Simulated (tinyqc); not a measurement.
ESD clamp with bipolar snapback, compact model and design window: course of the iteration: base voltage at the failure current.

The drain junction multiplies the current that enters it: Igen = (M - 1)(Ic + I0), M = 1/(1 - (Vj/BV)^n). The generated holes leave through the substrate resistance and the base of the parasitic npn: Igen = Vb/Rb + Ic/be, Ic = Is exp(Vb/Vt). Terminal current I = Ic + I0 + Igen and voltage V = Vj + I Ro, per width. Isothermal, constant gain.

I(Vb) = Ic (1 + 1/be) + I0 + Vb/Rb, I' = Ic (1 + 1/be)/Vt + 1/Rb; Vb(new) = Vb - (I - It2)/I'. V follows from the introduction.

Stop when Vb changes by less than 1e-10 V, or after 20 iterations. Vb must stay between 0 and 8 V.

Values chosen for this exercise; values close to those of grounded-gate n-channel clamps: temperature T = 300 K; junction breakdown voltage BV = 8.4 V; exponent of the multiplication n = 3.4; current gain of the parasitic npn be = 10.4; saturation current Is = 3.6e-17 A/um; junction leakage I0 = 2.4e-12 A/um; substrate resistance Rb = 6100 ohm um; drain ballast and contact resistance Ro = 500 ohm um; failure current for 100 ns It2 = 10.2 mA/um.

Constants: q = 1.602176634e-19 C, kB = 1.380649e-23 J/K, Vt = kB T/q. Results are converted to the units shown.

Vb at the start = 0.74 V

Course of the iteration:

| iteration | Vb (V) | \|change\| (V) |
|---|---|---|
| 1 | 3.06658 | 2.33 |
| 2 | 3.04073 | 0.0259 |
| 3 | 3.01488 | 0.0259 |
| 4 | 2.98903 | 0.0259 |
| 5 | 2.96317 | 0.0259 |
| 6 | 2.93732 | 0.0259 |
| 7 | 2.91147 | 0.0259 |
| 8 | 2.88562 | 0.0259 |
| 9 | 2.85977 | 0.0259 |
| ... | ... | ... |
| 12 | 2.78221 | 0.0259 |
| 13 | 2.75636 | 0.0259 |
| 14 | 2.73051 | 0.0259 |
| 15 | 2.70465 | 0.0259 |
| 16 | 2.67880 | 0.0259 |
| 17 | 2.65295 | 0.0259 |
| 18 | 2.62710 | 0.0259 |
| 19 | 2.60125 | 0.0259 |
| 20 | 2.57539 | 0.0259 |

Did this iteration meet its convergence test, and what does its course show?

No. Not converged within 20 iterations. The first step overshoots to 3.07 V, and each later step comes down by only Vt on the exponential. A rerun with Newton steps on ln I from the same start converges in 5 iterations.

Numbers from tinyqc (`OMP_NUM_THREADS=1 python tinyqc.py 2670066 2670067 out.jsonl`; about 0.01 s on one thread of a shared Intel Xeon 2.30GHz).
